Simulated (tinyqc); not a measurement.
Inside a calculation. Model: elastic strain and critical thickness of a cubic alloy layer A(1-x)B(x) on a thick substrate. Computed by tinyqc, a small Python program that keeps every step. Command: `OMP_NUM_THREADS=1 python tinyqc.py 3029389 3029390 out.jsonl misfit walk`. One thread of a shared host (Intel(R) Xeon(R) Processor @ 2.30GHz), about 0.02 s of CPU time with the checks. Intermediate numbers are printed to about 6 digits and carried at full precision; extremes and crossings named in words are read from the listed rows.

Strain is positive in tension. The layer is coherent with the substrate unless said otherwise.

Inputs (values chosen for the exercise, modelled on GaAs(1-x)P(x) on GaAs):
```
quantity,value,unit
fraction x of B,0.64,-
lattice constant a_A,5.653,angstrom
lattice constant a_B,5.451,angstrom
substrate lattice constant a_S,5.653,angstrom
layer thickness h,280,nm
biaxial modulus of the substrate M_S,119,GPa
substrate thickness t_S,625,micrometre
wafer diameter W,50,mm
X-ray wavelength,1.540593,angstrom
start of the iteration h0/b,1000,-
```

Growth plane: (111). Layer: buried under a thick cap. Misfit dislocation: 60-degree.

C11, C12, C44 of A (GPa): [120, 54.56, 59.78]

C11, C12, C44 of B (GPa): [141.8, 61.64, 70.01]

## Alloy by Vegard's rule, and misfit

a = (1 - x) a_A + x a_B, the same rule for each C_ij; misfit f = (a_S - a)/a, the in-plane strain of the coherent layer.

free lattice constant a = 5.52372 angstrom

elastic constants (GPa): C11 133.9520, C12 59.0912, C44 66.3272

misfit f = 0.0234045

The layer is stretched in the plane by 2.34 %.

## Biaxial strain, stress and energy

(111): D = 2 (C11 + 2 C12 - 2 C44)/(C11 + 2 C12 + 4 C44), M = 6 C44 (C11 + 2 C12)/(C11 + 2 C12 + 4 C44). The free surface carries no normal stress, so e_perp = -D f; dV/V = 2 f + e_perp; stress = M f; energy per area = M f^2 h (1 GPa nm = 1 J/m^2).

ratio D = 0.461809

normal strain e_perp = -0.0108084

volume strain dV/V = 0.0360006

biaxial modulus M = 193.915 GPa

in-plane stress = 4.53850 GPa

strain energy per area = 29.7420 J/m^2

Caution: above about 2 % misfit, linear elasticity is rough and compressed layers tend to form islands before dislocations.

## Symmetric X-ray reflection

Reflection 111: d = a_perp/sqrt(3), with a_perp = a (1 + e_perp) for the coherent layer, a for the relaxed layer and a_S for the substrate; sin(theta) = lambda/(2 d).

Bragg angles:
```
crystal,a_perp (angstrom),theta (degrees),from substrate (arcsec)
substrate,5.65300,13.6515,0.00
coherent layer,5.46402,14.1333,1734.48
relaxed layer,5.52372,13.9774,1173.31
```

peak separation of the coherent layer = 1734.48 arcsec

The coherent layer lies 1.48 times as far from the substrate peak as a relaxed one, about 1 + D = 1.46: reading its peak as relaxed would overstate the mismatch by that factor.

## Isotropic constants and the prefactor A

Voigt averages: G = (C11 - C12 + 3 C44)/5, B = (C11 + 2 C12)/3, nu = (3 B - 2 G)/(2 (3 B + G)); b = a/sqrt(2). The 60-degree dislocation has cos alpha = 1/2, and cos lambda = sqrt(3)/6 on (111), for glide on an inclined {111} plane. Matthews-Blakeslee: h_c = A [ln(h_c/b) + 1], A = b (1 - nu cos^2 alpha)/(4 pi |f| (1 + nu) cos lambda), the factor 4 pi being that of a buried layer, with a dislocation at both interfaces.

shear modulus G = 54.76848 GPa

Poisson ratio nu = 0.232317

Burgers vector b = 0.390586 nm

prefactor A = 3.51633 nm

## Critical thickness by fixed-point iteration

Start at h0, put the right side back in, and stop when the change is below 1e-9 h or h turns negative.

Iteration:
```
step,h in (nm),h out (nm),change (nm)
1,390.586,27.8063,-3.62780e+02
2,27.806,18.5148,-9.29150e+00
3,18.515,17.0847,-1.43007e+00
4,17.085,16.8021,-2.82661e-01
5,16.802,16.7434,-5.86632e-02
6,16.743,16.7311,-1.22985e-02
7,16.731,16.7285,-2.58379e-03
8,16.729,16.7280,-5.43071e-04
9,16.728,16.7278,-1.14155e-04
10,16.728,16.7278,-2.39963e-05
11,16.728,16.7278,-5.04423e-06
12,16.728,16.7278,-1.06034e-06
13,16.728,16.7278,-2.22892e-07
14,16.728,16.7278,-4.68539e-08
15,16.728,16.7278,-9.84909e-09
```

critical thickness h_c (Matthews-Blakeslee) = 16.7278 nm

Converged; near the root each step shrinks the error by A/h_c = 0.210. h_c is 42.8 Burgers vectors.

## Equilibrium strain at the thickness h

For h > h_c the same force balance gives the strain left, |e| = |f| A [ln(h/b) + 1]/h, and below h_c e = f; relaxation = 1 - e/f; dislocations per length across each line direction = (|f| - |e|)/(b cos lambda), times 2/3 for the three line sets on (111).

strain left e = 0.00222643

relaxation = 90.4872 %

dislocation line density = 125.219 1/micrometre

h is 16.74 h_c: in equilibrium dislocations lie 7.99 nm apart; slow nucleation and glide can keep a real layer more strained.

## Wafer curvature of the coherent layer

Stoney: curvature = 6 |stress| h/(M_S t_S^2); radius = 1/curvature; bow = curvature W^2/8.

curvature = 0.164027 1/m

radius of curvature = 6.09657 m

bow = 51.2583 micrometre

Caution: M_S is near the value for a (001) wafer; a (111) wafer is stiffer and bends less. Caution: the curvature assumes a coherent layer, but h exceeds h_c.

## Force balance against energy balance

People-Bean: h_c = P ln(h_c/b), P = (1 - nu)/(1 + nu) b^2/(16 pi sqrt(2) a f^2). The misfit is scaled by 0.25, 0.4, 0.6, 1, 1.5, 2.2 at fixed a, b and nu; the upper root is taken, and rows with A < 1.3 b or P < 3 b, where the roots shrink to the core size or vanish, are left out.

Critical thickness:
```
|f| (%),Matthews-Blakeslee (nm),People-Bean (nm),ratio
0.58511,90.6864,506.762,5.58807
0.93618,51.7470,167.358,3.23417
1.40427,31.6092,62.241,1.96909
2.34045,16.7278,16.555,0.98969
3.51068,9.9291,5.011,0.50469
```

The exponents d ln h_c/d ln f are -1.19 and -2.36 between the first rows, steeper than the -1 and -2 of the prefactors because of the logarithm. The ratio falls from 5.59 to 0.505 as the misfit grows, so the two criteria cross. Where People-Bean lies above, a layer between the lines is metastable: dislocations would lower the energy but have to be nucleated; where it falls below, it is out of its range. People-Bean has no form for a buried layer. Above about 2 % misfit islands may come first.

Checks made by the program: D and M against the full stiffness tensor (relative difference below 1e-10); h_c against the Lambert function, -A W_(-1)(-b/(A e)) (relative difference 2e-10).
